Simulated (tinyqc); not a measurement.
Band offset from the macroscopic average of a supercell potential: one step. The potential line-up.

Inputs chosen for the exercise (out of a larger set: gaps near those of Si and GaP; not measured data): h = 0.35 angstrom (grid step).

macroscopic average (eV): -9.94986  -9.99190  -9.93501  -9.80700  -9.66213  -9.54690  -9.48985  -9.47906  -9.47956  -9.47997  -9.48001  -9.48000  -9.48000  -9.48000  -9.48001  -9.47998  -9.47982  -9.47978  -9.48465  -9.51039  -9.58060  -9.68738  -9.77887  -9.80553  -9.76500  -9.72447  -9.75113  -9.84262  -9.94940  -10.01961  -10.04535  -10.05022  -10.05018  -10.05002  -10.04999  -10.05000  -10.05000  -10.05000  -10.05000  -10.05001  -10.05007  -10.05016  -10.04811  -10.03396  -10.01262  -9.97218  -9.90162  -9.84828  -9.86873

Task: Read the macroscopic average in the middle of each region, j = 12 and j = 36, and its slope in A by a central difference over two points each way.

Give: plateau in A; plateau in B; dV = B - A; slope in A.

Result:

plateau in A = -9.480 eV
plateau in B = -10.050 eV
dV = B - A = -0.570 eV
slope in A = 0.000 eV/angstrom

The plateaus are flat, so the line-up is well defined.

tinyqc: `OMP_NUM_THREADS=1 python tinyqc.py 1851198 1851199 out.jsonl`; about 0.01 s, one thread, shared Intel(R) Xeon(R) Processor @ 2.30GHz.
